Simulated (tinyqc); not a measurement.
Empirical pseudopotential in a few plane waves, step by step. Computed by tinyqc, a small Python program that keeps every step. Settings: plane-wave index or count = 15. Command: `OMP_NUM_THREADS=1 python tinyqc.py 25412 25413 out.jsonl` (the two numbers bound the seeds that draw the settings). One thread of a shared host (Intel(R) Xeon(R) Processor @ 2.60GHz), about 0.2 s of CPU time with the checks.

## Bloch Hamiltonian at k

Parameters chosen for this model: fcc lattice, atoms at +/- a/8 (1,1,1); form factors in rydberg at |G|^2 in units of (2 pi/a)^2:
```
parameter                 value      unit
a                      6.370000  angstrom
VS(3)                 -0.252000        Ry
VS(8)                  0.037000        Ry
VS(11)                 0.059000        Ry
VA(3)                  0.073000        Ry
VA(4)                  0.022000        Ry
VA(11)                 0.010000        Ry
hbar^2/2m (2 pi/a)^2   3.706840        eV
```

k point k (2 pi / a): 0.480000  -0.200000  0.310000

Basis: the 15 shortest G (labels in 2 pi/a), the same at every k. H(G,G') = c |k + G|^2 delta + VS(|G-G'|^2) cos((G-G').tau) + i VA sin((G-G').tau), tau = a/8 (1,1,1); 1 Ry = 13.605693 eV.

H(k) at k (eV), lower triangle (Hermitian):
```
                     +0+0+0               -1-1-1               -1-1+1               -1+1-1
+0+0+0             1.358557
-1-1-1   2.424411-0.702309i             8.105005
-1-1+1  -2.424411-0.702309i   0.000000+0.299325i            12.701486
-1+1-1  -2.424411-0.702309i   0.000000+0.299325i             0.503411             5.139533
-1+1+1  -2.424411+0.702309i            -0.503411   0.000000+0.299325i   0.000000+0.299325i
+1-1-1  -2.424411-0.702309i   0.000000+0.299325i             0.503411             0.503411
+1-1+1  -2.424411+0.702309i            -0.503411   0.000000+0.299325i             0.000000
+1+1-1  -2.424411+0.702309i            -0.503411             0.000000   0.000000+0.299325i
+1+1+1   2.424411+0.702309i             0.000000            -0.503411            -0.503411
-2+0+0   0.000000-0.299325i  -2.424411+0.702309i  -2.424411-0.702309i  -2.424411-0.702309i
+0-2+0   0.000000-0.299325i  -2.424411+0.702309i  -2.424411-0.702309i   0.567620-0.096207i
+0+0-2   0.000000-0.299325i  -2.424411+0.702309i   0.567620-0.096207i  -2.424411-0.702309i
+0+0+2   0.000000+0.299325i  -0.567620-0.096207i   2.424411+0.702309i  -0.567620+0.096207i
+0+2+0   0.000000+0.299325i  -0.567620-0.096207i  -0.567620+0.096207i   2.424411+0.702309i
+2+0+0   0.000000+0.299325i  -0.567620-0.096207i  -0.567620+0.096207i  -0.567620+0.096207i

                     -1+1+1               +1-1-1               +1-1+1               +1+1-1
-1+1+1             9.736014
+1-1-1             0.000000            15.222137
+1-1+1             0.503411   0.000000+0.299325i            19.818618
+1+1-1             0.503411   0.000000+0.299325i             0.503411            12.256665
+1+1+1   0.000000+0.299325i            -0.503411   0.000000+0.299325i   0.000000+0.299325i
-2+0+0   2.424411-0.702309i   0.567620-0.096207i  -0.567620-0.096207i  -0.567620-0.096207i
+0-2+0  -0.567620-0.096207i  -2.424411-0.702309i   2.424411-0.702309i  -0.567620-0.096207i
+0+0-2  -0.567620-0.096207i  -2.424411-0.702309i  -0.567620-0.096207i   2.424411-0.702309i
+0+0+2  -2.424411+0.702309i  -0.567620+0.096207i  -2.424411+0.702309i   0.567620+0.096207i
+0+2+0  -2.424411+0.702309i  -0.567620+0.096207i   0.567620+0.096207i  -2.424411+0.702309i
+2+0+0   0.567620+0.096207i   2.424411+0.702309i  -2.424411+0.702309i  -2.424411+0.702309i

                     +1+1+1     -2+0+0     +0-2+0     +0+0-2
+1+1+1            16.853146
-2+0+0  -0.567620+0.096207i   9.068783
+0-2+0  -0.567620+0.096207i   0.503411  19.151387
+0+0-2  -0.567620+0.096207i   0.503411   0.503411  11.589434
+0+0+2  -2.424411-0.702309i  -0.503411  -0.503411   0.000000
+0+2+0  -2.424411-0.702309i  -0.503411   0.000000  -0.503411
+2+0+0  -2.424411-0.702309i   0.000000  -0.503411  -0.503411

           +0+0+2     +0+2+0     +2+0+0
+0+0+2  20.782396
+0+2+0   0.503411  13.220443
+2+0+0   0.503411   0.503411  23.303047
```

## Levels at k

Diagonalise the Hermitian matrix.

eigenvalues (eV): -2.811895  2.892413  5.461419  5.716622  9.824555  11.400587  11.996922  12.881716  14.619076  15.687610  17.371195  20.085677  22.198273  23.442967  27.539515

## Bands along a path

The same steps at evenly spaced points between the labelled ones.

Bands along the path (eV), lowest eight:
```
k            band 1    band 2    band 3    band 4    band 5     band 6     band 7     band 8
L         -2.256894  2.005354  5.857201  5.857201  9.242911  11.802721  11.802721  16.355164
L-G 0.25  -2.718026  2.596311  5.800914  5.800914  9.212454  11.611165  11.611165  14.594519
L-G 0.50  -3.219128  3.761435  5.909287  5.909287  9.336269  11.401195  11.401195  12.449798
L-G 0.75  -3.568733  5.198655  6.085262  6.085262  9.124612  10.978022  10.978022  10.992816
G         -3.691555  6.175313  6.175313  6.175313  8.407456  10.741716  10.741716  10.741716
G-X 0.25  -3.527371  5.105124  5.943534  5.943534  9.505383  10.470553  11.300145  11.300145
G-X 0.50  -3.054657  3.562401  5.528464  5.528464  9.888227  10.694498  12.689405  12.689405
G-X 0.75  -2.360351  2.263369  5.274451  5.274451  9.620923  10.447118  14.558750  14.558750
X         -1.737153  1.586784  5.336901  5.336901  9.492054  10.481985  16.767106  16.767106
```

With 4 band(s) filled, the highest filled level on these points lies at G and the lowest empty one at G: a gap of 2.2321 eV, direct. This holds for the small fixed basis; with all plane waves up to |k + G|^2 = 21 (2 pi/a)^2 the gap along the path is 2.81 eV.

## Convergence with the number of plane waves

Levels at G counted from the fourth one.

Levels (eV):
```
plane waves     level 1   level 5   level 8
9            -13.622926  0.598650  2.610921
15            -9.866868  2.232143  4.566403
27            -9.002844  2.726930  4.356259
51            -8.897776  2.803667  4.568297
59            -8.952083  2.832925  4.318751
65            -8.967892  2.830744  4.279772
89            -8.936981  2.816993  4.305415
```
